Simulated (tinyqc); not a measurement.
What moves the Penn gap and the ionicity: Penn model of the dielectric constant and Phillips ionicity.

n = 32/a^3; Ep^2 = 8 pi c e2 n with c = hbar^2/2m0, e2 = e^2/(4 pi eps0); EF = c (3 pi^2 n)^(2/3); eps = 1 + (Ep/Eg)^2 S with S = 1 - Eg/(4 EF) + (Eg/(4 EF))^2/3, Eg the Penn gap. Core d shells are left out.

Phillips: bond length d = sqrt(3) a/4; homopolar gap Eh = 39.74 d^(-2.48) eV (d in angstrom); Eg^2 = Eh^2 + C^2; ionicity fi = C^2/Eg^2.

Constants: hbar^2/2m0 = 3.80998211 eV angstrom^2; e^2/(4 pi eps0) = 14.39964547 eV angstrom.

Inputs chosen for the exercise (out of a larger set: near those of GaN; not measured data): a = 4.491 angstrom (cubic lattice constant, 32 valence electrons a cell); ei = 5.19 (high-frequency dielectric constant).

Eg from ei; fi = 1 - (Eh/Eg)^2, printed even where negative.

Results for these values:

| case | Ep (eV) | Eg (eV) | Eh (eV) | fi |
|---|---|---|---|---|
| base | 22.071 | 10.048 | 7.637 | 0.422 |

What happens to each result for ei = 4.67, all else kept?

Answer: Ep does not change at the printed digits; Eg rises from 10.048 to 10.687; Eh does not change at the printed digits; fi rises from 0.422 to 0.489.

The same for each parameter in turn:

| case | Ep (eV) | Eg (eV) | Eh (eV) | fi |
|---|---|---|---|---|
| base | 22.071 | 10.048 | 7.637 | 0.422 |
| a = 4.581 angstrom | 21.424 | 9.747 | 7.270 | 0.444 |
| ei = 4.67 | 22.071 | 10.687 | 7.637 | 0.489 |

With the tabulated Phillips C of about 7.6 eV, fi would be 0.50; this model leaves out the d-shell factor.

Program tinyqc; command `OMP_NUM_THREADS=1 python tinyqc.py 1680190 1680191 out.jsonl`; about 0.01 s on one thread of a shared Intel(R) Xeon(R) Processor @ 2.30GHz.
